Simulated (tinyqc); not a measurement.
Ion-assisted plasma etching: sheath, surface coverage, synergy and aspect-ratio dependence: one step, computed by the program tinyqc.

Radicals adsorb on bare sites; ions remove covered sites with a high yield and bare sites by sputtering; a slow spontaneous reaction acts everywhere, walls included.

Question. Rate at the floor of the feature. Transmission of a long trench, rough form: K = (1 + ln(1 + A))/(1 + A + ln(1 + A)), walls that scatter diffusely without loss. With a loss probability S = s (1 - theta) at the floor, G_b/G_n = K/(K + S - K S); theta follows G_b, and the two are solved together. Ions are taken to reach the floor unshadowed; G_b replaces G_n in every term of the rate; A is depth over width. Steady coverage: s G_n (1 - theta) = x Y G_i theta; removal flux = Y G_i theta + Y_p G_i (1 - theta) + k_c G_n; rate = flux/N, 1 cm/s = 6e8 nm/min.

Inputs (values chosen for the exercise, close to those used for silicon in a halogen plasma):

| quantity | value | unit |
|---|---|---|
| gas temperature T_g | 300 | K |
| sticking coefficient s | 0.61 | - |
| radicals per removed unit x | 3 | - |
| spontaneous reaction probability k_c | 9.6e-05 | - |
| solid density N | 5e+22 | 1/cm^3 |
| aspect ratio A | 1.4 | - |

Feature: long trench.

yield Y = 2.107079

sputter yield Y_p = 0.1123216

ion flux G_i = 8.470304e+14 1/(cm^2 s)

radical flux G_n = 6.833049e+17 1/(cm^2 s)

vertical rate = 21.94714 nm/min

Give: transmission K; G_b/G_n; coverage at the floor; rate at the floor; floor rate over open-field rate.

Answer.

transmission K = 0.5726

G_b/G_n = 0.9942

coverage at the floor = 0.9872

rate at the floor = 21.94 nm/min

floor rate over open-field rate = 0.9997

The lag is 0.027 %. Caution: the trench transmission is an interpolation between the limits 1 and ln(A)/A, good to tens of per cent.
